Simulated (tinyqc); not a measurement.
What moves the results: recursion (Haydock) method for the local density of states: bulk site of a square lattice. A value that a table varies takes the place of the one given here.

One orbital a site at energy 0, hopping -t to the 4 nearest neighbours of a square lattice; the start u0 is a site in the bulk, with energy V. Recursion: a_n = <u_n|H|u_n>, b_(n+1) u_(n+1) = (H - a_n) u_n - b_n u_(n-1), b > 0. G(z) = 1/(z - a0 - b1^2/(z - a1 - b2^2/(...))), z = E + i eta. After n levels the tail is b_n^2 T with the square-root terminator T = (z - sqrt(z - 2b) sqrt(z + 2b))/(2 b^2), b = 2t so that the band edges lie at -/+ 4t.

Reference: the closed form for a chain (bulk 1/sqrt(z^2 - 4t^2), end site (z - sqrt(z^2 - 4t^2))/(2t^2)), averaged over 400 points (j + 1/2) pi/400 in each remaining direction with z shifted by 2t cos k, then G/(1 - V G).

Inputs chosen for the exercise: t = 0.94 eV (hopping); V = 0 eV (shift of the starting site); eta = 0.047 eV (broadening); n = 6 (levels kept); E = -0.2 eV (energy).

## How many levels, and whether to terminate

Energies as fractions of the half width 4t.

Density (1/eV):

| fraction | E (eV) | 2 levels | 4 levels | 7 levels | 7, no terminator | reference |
|---|---|---|---|---|---|---|
| -1.10 | -4.136 | 0.0037 | 0.0037 | 0.0037 | 0.0036 | 0.0037 |
| -0.90 | -3.384 | 0.0884 | 0.0827 | 0.0843 | 0.0258 | 0.0863 |
| -0.60 | -2.256 | 0.1025 | 0.1066 | 0.1061 | 0.0127 | 0.1070 |
| -0.35 | -1.316 | 0.1469 | 0.1312 | 0.1306 | 0.1742 | 0.1336 |
| -0.15 | -0.564 | 0.1916 | 0.1952 | 0.1862 | 0.0198 | 0.1774 |
| 0.00 | 0.000 | 0.2067 | 0.2317 | 0.2517 | 2.1451 | 0.3109 |
| 0.15 | 0.564 | 0.1916 | 0.1952 | 0.1862 | 0.0198 | 0.1774 |
| 0.35 | 1.316 | 0.1469 | 0.1312 | 0.1306 | 0.1742 | 0.1336 |
| 0.60 | 2.256 | 0.1025 | 0.1066 | 0.1061 | 0.0127 | 0.1070 |
| 0.90 | 3.384 | 0.0884 | 0.0827 | 0.0843 | 0.0258 | 0.0863 |
| 1.10 | 4.136 | 0.0037 | 0.0037 | 0.0037 | 0.0036 | 0.0037 |

Largest errors against the reference: 0.1041 (2 levels), 0.0792 (4), 0.0591 (7) and 1.834 without terminator, which leaves seven broadened spikes in place of a band. With seven levels the error is largest at E = 0.00 eV, at or next to a van Hove point of the lattice, which makes the b_n oscillate and converges last.

## What each setting does

G at z = E + i eta with n levels and terminator. Each row changes one parameter from the base and keeps the others.

Results:

| case | Re G (1/eV) | density (1/eV) |
|---|---|---|
| base | -0.1332 | 0.2367 |
| t = 1.034 eV | -0.1123 | 0.2174 |
| V = 0.5 eV | -0.3280 | 0.1855 |
| n = 7 | -0.1450 | 0.2393 |
| E = -0.01 eV | -0.0071 | 0.2469 |
| eta = 0.094 eV | -0.1200 | 0.2282 |

The largest shifts from the base row, up to three for each result and ties (the steps differ in size, so this ranks the rows, not the parameters). Re G (1/eV): V -0.1948, E +0.1261, t +0.0209. density (1/eV): V -0.0512, t -0.0192, E +0.0102.

tinyqc: `OMP_NUM_THREADS=1 python tinyqc.py 1451046 1451047 out.jsonl`; about 0.01 s, one thread, shared Intel(R) Xeon(R) Processor @ 2.30GHz.
